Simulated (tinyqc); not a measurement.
Against the doping: band-to-band tunnelling and avalanche in a reverse-biased abrupt junction. Computed by tinyqc, a small Python program. Command: `OMP_NUM_THREADS=1 python tinyqc.py 3003176 3003177 out.jsonl zener walk`. One thread of a shared host (Intel(R) Xeon(R) Processor @ 2.30GHz), about 0.01 s of CPU time with the checks.

Direct Kane tunnelling in the local field (for indirect gaps the mass is an effective fit) and one ionisation coefficient for both carriers. N is the doping of the light side, or N_A N_D/(N_A + N_D) for the symmetric junction; the built-in voltage is taken as E_g/e.

Inputs (values chosen for the exercise, modelled on In0.53Ga0.47As): band gap at 300 K, E_g = 0.737 eV; gap narrowing with temperature, -dE_g/dT = 0.35 meV/K; reduced tunnelling mass m_r = 0.026 m_0; permittivity eps = 13.9; ionisation prefactor a = 5.2e+06 1/cm; ionisation field at 300 K, b = 1.56e+06 V/cm; relative rise of b with temperature = 6 1e-4/K; effective doping N = 1.3e+18 1/cm^3; current density that defines tunnel breakdown, J_0 = 10 A/cm^2; temperature T = 250 K.

Junction: symmetric.

Constants: eps_0 = 8.8541878128e-12 F/m; e = 1.602176634e-19 C; m_0 = 9.1093837015e-31 kg; hbar = 1.054571817e-34 J s.

Method:
- E_g(T) = E_g - (T - 300 K)(-dE_g/dT); b(T) = b [1 + (rise)(T - 300 K)]; w = sqrt(2 eps eps_0 (V_R + E_g/e)/(e N)); F_m = 2 (V_R + E_g/e)/w; the field falls linearly from F_m to 0 on both sides.
- Kane: G(F) = A F^2 exp(-B/F), A = e^2 sqrt(m_r)/(18 pi hbar^2 sqrt(E_g)), B = pi sqrt(m_r) E_g^(3/2)/(2 e hbar), SI units; J = e int G dx x V_R/(V_R + E_g/e), the last factor making J vanish at zero bias; int G dx = (w/F_m) int_0^F_m G dF by 64 Gauss-Legendre points.
- Avalanche: I = (w/F_m) int_0^F_m a exp(-b/F) dF by 64 Gauss-Legendre points, M = 1/(1 - I), breakdown at I = 1.
- V_Z solves J = J_0 and V_A solves I = 1; the lower one is the breakdown voltage; temperature coefficients by a central difference of +/- 10 K.

Breakdown:
```
N (1/cm^3)     V_Z (V)  V_A (V)  F_m at breakdown (MV/cm)       first
2.60e+16    2.3347e+01   16.410                   0.34087   avalanche
6.50e+16    9.9495e+00    8.643                   0.39879   avalanche
1.60e+17    4.1174e+00    4.648                   0.45050  tunnelling
3.90e+17    1.5321e+00    2.519                   0.48186  tunnelling
7.80e+17    5.6612e-01    1.550                   0.51787  tunnelling
1.30e+18    1.8673e-01    1.071                   0.56443  tunnelling
2.60e+18    1.2191e-02    0.632                   0.72042  tunnelling
```

What does the comparison show, and why?

The mechanism changes between 6.50e16 and 1.60e17 per cm^3. Across the table V_Z + E_g/e scales as N^-0.75 and V_A as N^-0.71: tunnelling needs a nearly fixed field, while avalanche in a thinner layer needs a higher one. Rows with V_Z below E_g/e understate it, since the local Kane formula overestimates the current there. Rows with V_A below about 5 E_g/e understate it, since the local law ignores the distance a carrier needs to reach the ionisation energy.

Extremes, crossings and ranges named in words are read from the listed rows.
